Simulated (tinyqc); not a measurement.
All approximations against the coupling: Froehlich polaron in a polar crystal. Computed by tinyqc, a small Python program. Command: `OMP_NUM_THREADS=1 python tinyqc.py 3028418 3028419 out.jsonl frohlich walk`. One thread of a shared host (Intel(R) Xeon(R) Processor @ 2.30GHz), about 0.06 s of CPU time with the checks.

One electron in a parabolic band of mass m*, coupled to dispersionless LO phonons in the continuum model. Energies are in units of hbar omega unless marked, wave numbers in k_0 = sqrt(2 m* omega/hbar).

Inputs (values chosen for the exercise, modelled on cadmium telluride): band mass m* = 0.0961 m_0; LO phonon energy hbar omega = 20.8 meV; eps_inf = 7.11; static dielectric constant eps_s = 10.2; electron wave number k/k_0 = 0.48.

Constants: hbar^2/(2 m_0) = 3.80998212 eV angstrom^2; e^2/(4 pi eps_0) = 14.39964548 eV angstrom.

Method:
- 1/eps* = 1/eps_inf - 1/eps_s; k_0 = sqrt(2 m* omega/hbar) = sqrt(m* hbar omega / (hbar^2/(2 m_0))) with m* in m_0; alpha = (e^2/(4 pi eps_0)) k_0/(2 eps* hbar omega); polaron length 1/k_0.
- Feynman's bound: E(v, w) = 3 (v - w)^2/(4 v) - (alpha v/sqrt(pi)) int_0^infinity e^-u D(u)^(-1/2) du, D = w^2 u + ((v^2 - w^2)/v)(1 - e^(-v u)); integrals by 80 Gauss-Legendre points in s from 0 to 1 with u = 40 s^2.
- Minimise over v > w > 0 (simplex search); mass m_p/m* = 1 + (alpha v^3/(3 sqrt(pi))) int u^2 e^-u D^(-3/2) du.
- Other columns: second order -alpha; Landau-Pekar Gaussian -alpha^2/(3 pi); Lee-Low-Pines mass 1 + alpha/6. The polaron energy in meV uses the given hbar omega.

coupling constant alpha = 0.337815

Energies (hbar omega) and masses (m*):
```
alpha  second order     Gaussian    Feynman  Feynman (meV)  mass, LLP  mass, Feynman     v     w
0.084        -0.084  -7.4866e-04  -0.084087        -1.7490      1.014          1.014  3.01  2.99
0.17          -0.17   -0.0030664   -0.17036        -3.5435     1.0283          1.029  3.02  2.98
0.34          -0.34    -0.012266   -0.34145        -7.1022     1.0567           1.06  3.03  2.96
0.54          -0.54    -0.030940   -0.54370        -11.309       1.09          1.098  3.06  2.93
3.5            -3.5      -1.2998    -3.6885        -76.720     1.5833          2.186  3.53  2.47
6.5            -6.5      -4.4829    -7.3920        -153.75     2.0833          9.746  5.16  1.73
9.5            -9.5      -9.5758    -12.461        -259.19     2.5833          84.79  11.1  1.24
12              -12      -15.279    -18.143        -377.38          3          281.6  18.6  1.13
```

All three energies are upper bounds (-alpha through the Lee-Low-Pines state), and the Feynman value is the lowest in every row. It lies within 5 % of -alpha up to alpha = 0.54; at alpha = 12 it is 1.19 times the Gaussian value, whose alpha^2 law it approaches with a constant shift of about -3 ln 2 - 3/4 = -2.83 (here -2.86). The mass stays within 10 % of 1 + alpha/6 up to alpha = 0.54 and reaches 282 m* in the last row; w falls from 2.99 towards 1 while v grows to 18.6.

Extremes, crossings and ranges named in words are read from the listed rows.
